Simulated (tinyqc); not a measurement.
Short-channel transistor, virtual-source model with series resistance: two steps of the calculation.

The current per gate width is the charge at the top of the source barrier (the virtual source) times its velocity times a saturation function; al and be are fitting constants of the model. Units: I in uA/um, Rs in ohm um, so I Rs = 1e-6 I Rs in volts; Q in uC/cm^2, so I = 1e-4 Q vx0 Fsat with vx0 in cm/s.

Inputs (values chosen for the exercise):

| symbol | value | unit | meaning |
|---|---|---|---|
| T | 293 | K | temperature |
| Cinv | 2.16 | uF/cm^2 | inversion capacitance |
| vx0 | 6.24e6 | cm/s | velocity at the virtual source |
| mu | 120 | cm^2/(V s) | apparent mobility |
| L | 25 | nm | channel length |
| VT0 | 0.45 | V | threshold at zero drain voltage |
| dl | 0.173 | V/V | drain-induced barrier lowering |
| n0 | 1.32 |  | subthreshold factor |
| nd | 0 | 1/V | growth of n with drain voltage |
| al | 3.5 |  | threshold shift (in units of Vt) from weak to strong inversion |
| be | 1.6 |  | sharpness of saturation |
| Rs | 50 | ohm um | series resistance of each contact |
| Vgs | 0.7 | V | gate voltage |
| Vds | 0.05 | V | drain voltage |

Constants: q = 1.602176634e-19 C, kB = 1.380649e-23 J/K, Vt = kB T/q. Results are converted to the units shown.

Problem 1. Current through the series resistance. Intrinsic voltages Vg' = Vgs - I Rs, Vd' = Vds - 2 I Rs. n = n0 + nd Vd', VT = VT0 - dl Vd', Ff = 1/(1 + exp((Vg' - VT + al Vt/2)/(al Vt))), Q = Cinv n Vt ln(1 + exp((Vg' - VT + al Vt Ff)/(n Vt))), Vdsat = (vx0 L/mu)(1 - Ff) + Vt Ff, Fsat = u/(1 + u^be)^(1/be) with u = Vd'/Vdsat, and I(out) = Q vx0 Fsat per width. (Fsat takes the sign of u.) I(new) = I(out).

I at the start = 0 uA/um

Give: Vg'; Vd'; VT; Ff; Q; Vdsat; Fsat; I(out); I after iteration 1.

Solution 1.

Vg' = 0.70000 V
Vd' = 0.050000 V
VT = 0.44135 V
Ff = 0.031466
Q = 0.56472 uC/cm^2
Vdsat = 0.12670 V
Fsat = 0.34746
I(out) = 122.44 uA/um
I after iteration 1 = 122.44 uA/um

Problem 2. What the series resistance costs. n = n0 + nd Vd', VT = VT0 - dl Vd', Ff = 1/(1 + exp((Vg' - VT + al Vt/2)/(al Vt))), Q = Cinv n Vt ln(1 + exp((Vg' - VT + al Vt Ff)/(n Vt))), Vdsat = (vx0 L/mu)(1 - Ff) + Vt Ff, Fsat = u/(1 + u^be)^(1/be) with u = Vd'/Vdsat, and I = Q vx0 Fsat per width. I0 is the current for Rs = 0. Effective velocity I/Q; transit time L Q/I.

converged I = 99.303651 uA/um
I0 = 122.43779 uA/um

Find: loss against I0; effective velocity; transit time.

Solution 2.

loss against I0 = 18.89 %
effective velocity = 1.803e6 cm/s
transit time = 1.387 ps

Computed by the program tinyqc: `OMP_NUM_THREADS=1 python tinyqc.py 2380004 2380005 out.jsonl`, one thread of a shared Intel Xeon 2.30GHz, about 0.01 s for the whole run.
